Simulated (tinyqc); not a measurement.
Threshold for a surface state: Tamm state at the end of a one-band chain.

A half-infinite chain with site energy 0 and hopping -t, band E = -2t cos(ka); the end site has energy D. The surface Green function of the unperturbed half chain is g = (E -/+ sqrt(E^2 - 4t^2))/(2t^2), the root with |t g| <= 1 and Im g <= 0, and with the shift G = g/(1 - D g).

Parameters, chosen for this exercise: t = 2.09 eV (hopping); a = 3.1 angstrom (spacing).

For |D| > t: E = D + t^2/D, weight on the end site 1 - t^2/D^2, decay length of the amplitude a/ln|D/t|; a dash: no bound state. The last column is the surface density -Im G/pi at E = 0.

Against D:
```
D/t    D (eV)   E (eV)  end weight  decay length (angstrom)  density at E = 0 (1/eV)
-3.00  -6.270  -6.9667      0.8889                     2.82                   0.0152
-2.00  -4.180  -5.2250      0.7500                     4.47                   0.0305
-1.40  -2.926  -4.4189      0.4898                     9.21                   0.0515
-1.10  -2.299  -4.1990      0.1736                    32.53                   0.0689
-0.80  -1.672        -           -                        -                   0.0929
0.50    1.045        -           -                        -                   0.1218
0.95    1.986        -           -                        -                   0.0801
1.05    2.195   4.1850      0.0930                    63.54                   0.0724
1.30    2.717   4.3247      0.4083                    11.82                   0.0566
2.50    5.225   6.0610      0.8400                     3.38                   0.0210
```

A state splits off only for |D| > t = 2.09 eV, although in the middle of an endless chain any shift binds one. Just past the threshold, at D/t = 1.05, it lies 5.0 meV outside the band and spreads over 63.5 angstrom; at D/t = -3 it holds 89 % of the end site, and the density left at the band centre has fallen to 0.10 of the clean value.

(tinyqc, `OMP_NUM_THREADS=1 python tinyqc.py 1480553 1480554 out.jsonl`, Intel(R) Xeon(R) Processor @ 2.30GHz, 1 thread, shared host, about 0.01 s.)
